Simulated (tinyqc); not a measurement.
From results to parameters: Hubbard dimer. Computed by the program tinyqc.

Problem. A two-site Hubbard model with two electrons has its ground state at (U - sqrt(U^2 + 16 t^2))/2, the triplet at 0 and the odd ionic singlet at U. Find t, U and the double occupancy per site.

singlet-triplet splitting = 0.058143 eV
gap from the ground state to the ionic odd singlet = 9.418143 eV

Solution. The difference of the two gaps is U and their product is 4 t^2; the double occupancy per site is (1 - U/sqrt(U^2 + 16 t^2))/4.

t, U (eV): 0.370  9.360
double occupancy per site = 0.0031
